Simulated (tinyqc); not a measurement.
Worked calculation: Raman line shape of confined optical phonons and breathing modes of small crystals. Computed by tinyqc, a small Python program that keeps every step. Command: `OMP_NUM_THREADS=1 python tinyqc.py 3021351 3021352 out.jsonl confine walk`. One thread of a shared host (Intel(R) Xeon(R) Processor @ 2.30GHz), about 0.02 s of CPU time with the checks. Intermediate numbers are printed to about 6 digits and carried at full precision; extremes and crossings named in words are read from the listed rows.

Confinement in 2 direction(s) lets phonons with q away from zero scatter light. q is in units of 2 pi/a, from 0 to 1, and the branch is isotropic: omega(q)^2 = (omega_0^2 + omega_X^2)/2 + ((omega_0^2 - omega_X^2)/2) cos(pi q). The model and its constant beta are phenomenological; beta = 8 is the common choice.

Inputs (values chosen for the exercise, modelled on silicon):
```
quantity,value,unit
bulk frequency omega_0,520.8,1/cm
frequency at the zone boundary omega_X,425,1/cm
natural width Gamma_0,2.8,1/cm
lattice constant a,5.431,angstrom
size L,13,nm
confinement constant beta,8,-
probe offset omega - omega_0,-7.3,1/cm
```

Shape: wire.

## Range of wave vectors

Weight W(q) = q^1 exp(-(2 L q/a)^2/(2 beta)) dq, that is exp(-k^2 L^2/(2 beta pi^2)) for k = 2 pi q/a. Width q_c = a sqrt(2 beta)/(2 L), where the exponential falls to 1/e; curvature of the branch: omega(q) = omega_0 - c q^2, c = pi^2 (omega_0^2 - omega_X^2)/(8 omega_0); for small q_c the mean of q^2 is (number of confined directions) q_c^2/2, and the mean shift is -c times that.

q_c = 0.0835538 2 pi/a

curvature c = 214.637 1/cm

mean shift, quadratic estimate = -1.49843 1/cm

omega(q_c) - omega_0 = -1.49198 1/cm

## Intensity at one frequency

I(omega) = int W(q) / [(omega - omega(q))^2 + (Gamma_0/2)^2] dq / int W dq x (Gamma_0/2)^2, by 400 Gauss-Legendre points on 0 < q < min(1, 2.5 a sqrt(2 beta)/L). Bulk Lorentzian 1/(1 + (2 offset/Gamma)^2); mean shift = weighted mean of omega(q) less the bulk frequency.

I at the probe offset = 0.0757902

bulk Lorentzian there = 0.0354751

mean shift, from the weights = -1.48554 1/cm

## Peak, width and asymmetry

The peak is the maximum of I; the width is taken between the half-maximum points, and the asymmetry is the low-side half-width over the high-side one.

peak shift = -0.86316 1/cm

full width = 4.2316 1/cm

asymmetry = 1.4485

peak height (bulk = 1) = 0.72667

The peak moves 58 % as far as the mean: the tail on the low side carries the rest. A shift without broadening or asymmetry would point to stress, not size.

## Line shape against size

The formulas are those given above.

Line shape:
```
L (nm),peak shift (1/cm),full width (1/cm),asymmetry,"mean shift, quadratic estimate (1/cm)"
3,-4.1502,29.793,5.6452,-28.1372
3.6,-3.4021,21.479,4.6684,-19.5397
4.4,-2.7595,15.432,3.8077,-13.0803
5.5,-2.1971,11.03,3.0515,-8.37139
7,-1.7158,7.9687,2.4217,-5.16805
10,-1.1712,5.328,1.7668,-2.53235
15,-0.72152,3.8251,1.3215,-1.12549
25,-0.34506,3.0527,1.0688,-0.405176
```

The peak shift falls with exponent -1.09 at the small end and -1.44 at the large end. For still larger L it tends to the mean shift, which goes as 1/L^2; the ratio is 0.15 in the first row and 0.85 in the last. The width exceeds Gamma_0 by over 10 % for L up to 15 nm. In a wire the factor q lowers the weight at q = 0.

Checks made by the program: mean shift of a large crystal against the quadratic estimate (relative difference 4e-05).
